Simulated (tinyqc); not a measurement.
Worked calculation: Pariser-Parr-Pople SCF with singles CI, for the molecule O=C1C=CC(=O)C=C1 (SMILES; centres numbered as the heavy atoms are written). One step of it, computed by the program tinyqc.

Task: Iteration 2: orbitals and new P. Diagonalise F (the basis is taken as orthonormal) and form P = 2 sum c c over the lowest orbitals; 0.5 of the old P is kept.

F (eV), lower triangle:
```
           1O         2C         3C         4C         5C         6O         7C         8C
1O  -9.933691
2C  -5.866649  -5.778241
3C   0.123768  -4.055848  -5.461672
4C   0.538786  -0.076600  -5.812823  -5.461672
5C   0.013415   0.122736  -0.076600  -4.055848  -5.778241
6O  -0.438612   0.013415   0.538786   0.123768  -5.866649  -9.933691
7C   0.538786  -0.076600   0.342528   0.085434  -4.055848   0.123768  -5.461672
8C   0.123768  -4.055848   0.085434   0.342528  -0.076600   0.538786  -5.812823  -5.461672
```

pi electrons, sum of z_r less the charge = 8

P after iteration 1, lower triangle:
```
           1O         2C         3C         4C        5C         6O        7C        8C
1O   0.986349
2C   0.776461   1.078859
3C  -0.045726   0.388049   0.967396
4C  -0.289008   0.029239   0.853291   0.967396
5C  -0.008087  -0.052581   0.029239   0.388049  1.078859
6O   0.345998  -0.008087  -0.289008  -0.045726  0.776461   0.986349
7C  -0.289008   0.029239  -0.146709  -0.032604  0.388049  -0.045726  0.967396
8C  -0.045726   0.388049  -0.032604  -0.146709  0.029239  -0.289008  0.853291  0.967396
```

Give: orbital energies; P after iteration 2.

Result:

orbital energies (eV): -16.1828  -14.9113  -11.7025  -11.5411  -4.4227  0.6082  0.8496  4.0320

P after iteration 2, lower triangle:
```
         1O       2C       3C       4C      5C       6O      7C      8C
1O   1.1544
2C   0.7937   0.9342
3C  -0.0221   0.3735   0.9557
4C  -0.2803   0.0733   0.8629   0.9557
5C  -0.0592  -0.0388   0.0733   0.3735  0.9342
6O   0.3131  -0.0592  -0.2803  -0.0221  0.7937   1.1544
7C  -0.2803   0.0733  -0.1371  -0.0443  0.3735  -0.0221  0.9557
8C  -0.0221   0.3735  -0.0443  -0.1371  0.0733  -0.2803  0.8629  0.9557
```
